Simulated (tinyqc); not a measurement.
From results back to parameters: interface roughness in a thin film (subband fluctuation and scattering). Three cases, with inputs chosen for the exercise.

Problem. The screened mobility was computed from a hidden rms height D.

Gaussian roughness spectrum S(q) = pi D^2 Lc^2 exp(-q^2 Lc^2/4). Degenerate gas, taken to fill one subband (the second starts to fill once c kF^2/md exceeds E2 - E1, which is not tested here): kF = sqrt(2 pi Ns/gv), q = 2 kF sin(theta/2), 1/tau = (md/(2 pi c hbar)) G^2 times the integral from 0 to pi of S(q)(1 - cos theta)/eps(q)^2 dtheta, eps(q) = 1 + qs/q with screening (qs = gv md q0/(c eps), q0 = e^2/(4 pi eps0), form factors left out, which overstates the screening; other scattering is left out too, so these values lie far above measured mobilities in all but the thinnest films) or 1 without; mobility = tau c2/md with c2 = e/m0 = 1.75882e15 cm^2/(V s^2); 1e12/cm^2 = 1e-4/angstrom^2.

Constants: hbar^2/2m0 = 3.80998211 eV angstrom^2; hbar = 6.58211957e-16 eV s; e^2/(4 pi eps0) = 14.39964547 eV angstrom.

Case 1.

Values chosen (near those of a thin InGaAs channel; shifted at random, so the results belong to these values and not to a real crystal):
- md = 0.044 m0 (mass in the plane)
- gv = 1 (valleys)
- Lc = 16 angstrom (correlation length)
- Ns = 0.77 x 1e12/cm^2 (sheet density)
- eps = 10.9 (mean dielectric constant at the channel)

G = |dE1/dt| = 1.6005 meV/angstrom
mobility = 674177 cm^2/(V s)

Case 2.

Values chosen (near those of a thin Si channel on (100), two-fold valleys; shifted at random, so the results belong to these values and not to a real crystal):
- md = 0.186 m0 (mass in the plane)
- gv = 2 (valleys)
- Lc = 34 angstrom (correlation length)
- Ns = 4.7 x 1e12/cm^2 (sheet density)
- eps = 7.5 (mean dielectric constant at the channel)

G = |dE1/dt| = 8.2419 meV/angstrom
mobility = 4750.85 cm^2/(V s)

Case 3.

Values chosen (near those of a thin Si channel on (100), two-fold valleys; shifted at random, so the results belong to these values and not to a real crystal):
- md = 0.189 m0 (mass in the plane)
- gv = 2 (valleys)
- Lc = 42 angstrom (correlation length)
- Ns = 3.1 x 1e12/cm^2 (sheet density)
- eps = 7.6 (mean dielectric constant at the channel)

G = |dE1/dt| = 4.7645 meV/angstrom
mobility = 38447.9 cm^2/(V s)

Find: mobility for D = 1 angstrom; D.

Solution. The mobility goes as 1/D^2, so D is the square root of the ratio. One value fixes only D^2 times a function of Lc; a second density is needed to part the two.

Case 1.

mobility for D = 1 angstrom = 4.915e+06 cm^2/(V s)
D = 2.70 angstrom

Case 2.

mobility for D = 1 angstrom = 5.820e+04 cm^2/(V s)
D = 3.50 angstrom

Case 3.

mobility for D = 1 angstrom = 1.538e+05 cm^2/(V s)
D = 2.00 angstrom

Computed by tinyqc, one run a case: `OMP_NUM_THREADS=1 python tinyqc.py N N+1 out.jsonl` with N = 1250587, 1250589, 1250608; one thread of a shared Intel(R) Xeon(R) Processor @ 2.30GHz, about 0.01 s a run at most.
